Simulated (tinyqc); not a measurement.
Undoped symmetric double-gate MOSFET, analytic potential model: two steps of the calculation.

An undoped body of thickness ts between two equal insulators and tied gates; long channel, electrons only, n = ni exp((psi - V)/Vt) with V the quasi-Fermi potential (0 at the source, Vd at the drain), constant mobility, no quantisation. Across the body psi(x) = V - 2 Vt ln[(ts/(2 beta)) sqrt(q ni/(2 eps0 eps_r Vt)) cos(2 beta x/ts)], x from the centre. Q is the electron charge per area of the whole body.

Inputs (values chosen for the exercise); material values close to those of silicon: temperature T = 300 K; relative permittivity of the semiconductor eps_r = 11.5; conduction-band density of states at T Nc = 2.78e19 cm^-3; body thickness ts = 10 nm; gate voltage Vg = 1.45 V.

Constants: q = 1.602176634e-19 C, kB = 1.380649e-23 J/K, Vt = kB T/q, eps0 = 8.8541878128e-14 F/cm where lengths are in cm. Results are converted to the units shown.

Problem 1. beta at the source by Newton steps in z = ln(tan beta). With V = 0, t = exp(z), beta = arctan(t): f = ln(beta) + (1/2) ln(1 + t^2) + 2 r beta t - (Vg - V0)/(2 Vt); with c = t/(1 + t^2), df/dz = c/beta + t c + 2 r t (c + beta); z(new) = z - f/(df/dz).

z at the start = 2
r = 0.55645161
V0 = 0.70192381 V

Wanted: beta; f; df/dz; z after iteration 1.

Solution 1.

beta = 1.436
f = -0.2864
df/dz = 13.98
z after iteration 1 = 2.020

Problem 2. Potential and electron density across the body at the source. psi(x) as above with V = 0 and beta = beta_s; n = ni exp(psi/Vt).

x/ts, point 0 to 6: 0  0.1  0.2  0.3  0.4  0.45  0.5
beta_s = 1.4389493
ni = 7.1575452e9 cm^-3

Find: psi; n.

Solution 2.

```
point  psi (V)  n (cm^-3)
0       0.5107   2.722e18
1       0.5129   2.960e18
2       0.5198   3.867e18
3       0.5330   6.444e18
4       0.5572   1.639e19
5       0.5780   3.671e19
6       0.6156   1.575e20
```

The density at the surface is 57.9 times that at the centre (1/cos^2 beta). It reaches 5.7 Nc, where Boltzmann statistics overestimate it.

Program tinyqc, `OMP_NUM_THREADS=1 python tinyqc.py 2440154 2440155 out.jsonl`; Intel Xeon 2.30GHz, shared host, one thread, about 0.03 s.
